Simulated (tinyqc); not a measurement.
Ratio and sensitivities against delay: time-domain thermoreflectance: layered heat flow under a modulated pulse train, and what the signal ratio measures. Computed by tinyqc, a small Python program. Command: `OMP_NUM_THREADS=1 python tinyqc.py 3110903 3110904 out.jsonl tdtr walk`. One thread of a shared host (Intel(R) Xeon(R) Processor @ 2.30GHz), about 0.3 s of CPU time with the checks.

Pulses repeat at 80 MHz; heat is laid down at the surface, all layers are isotropic, and the film is in perfect contact with the substrate.

Inputs (values chosen for the exercise, modelled on aluminium on silica): metal thickness d = 64 nm; metal conductivity = 150 W/(m K); metal heat capacity = 2.42 MJ/(m^3 K); boundary conductance G under the metal = 34 MW/(m^2 K); film thickness = 5.1 nm; film conductivity = 1.5 W/(m K); film heat capacity = 2.5 MJ/(m^3 K); substrate conductivity kappa = 1.37 W/(m K); substrate heat capacity C = 1.63 MJ/(m^3 K); modulation frequency f = 1 MHz; spot radius w (1/e^2, pump and probe) = 15 micrometre.

Stack: metal, film, substrate.

Method:
- For radial wave number k and angular frequency W each layer has u = sqrt(4 pi^2 k^2 + i W C/kappa) and gamma = kappa u. Surface impedance from below: Z = 1/gamma for the substrate; a layer of thickness L maps Z to (Z + tanh(u L)/gamma)/(1 + gamma Z tanh(u L)); a boundary adds 1/G.
- Response per absorbed watt H(W) = 2 pi int_0^(2/w) Z(k, W) exp(-pi^2 k^2 w^2) k dk by 20 Gauss-Legendre points.
- Signal: X + iY = sum_(m = -M..M) H(2 pi (f + m f_r)) exp(i 2 pi m f_r t) exp(-pi (m/M)^2 x 4), f_r = 80 MHz, M = 4000, with H(-W) the complex conjugate of H(W); V_in = X, V_out = Y, ratio = -V_in/V_out.
- Sensitivity S = ln(ratio'/ratio)/ln(1.01) for a rise of one input by 1 %.

Ratio and sensitivities:
```
t (ps)   ratio  S to kappa     S to G    S to d   S to C    S to w  S to film conductivity
100     1.1305     0.25093  -0.046752  -0.43443  0.24817  -0.11035               -0.004947
200     1.1204     0.24929  -0.052466  -0.42468  0.24652  -0.11037               -0.005413
400     1.1023     0.24586  -0.061160  -0.40746  0.24306  -0.11040               -0.006243
800     1.0710     0.23878  -0.072824  -0.37885  0.23594  -0.11047               -0.007499
1500    1.0259     0.22676  -0.084478  -0.33990  0.22384  -0.11060               -0.008889
2500    0.9734     0.21130  -0.092521  -0.29841  0.20829  -0.11086               -0.009957
4000    0.9099     0.19191  -0.096790  -0.25375  0.18876  -0.11142               -0.010639
```

What follows from these numbers?

The largest sensitivity in size at 100 ps is to d (-0.43). kappa and C enter almost alike, through the effusivity. At 400 ps an error of 3 % in d passes on as 5 % in kappa.

Extremes, crossings and ranges named in words are read from the listed rows.
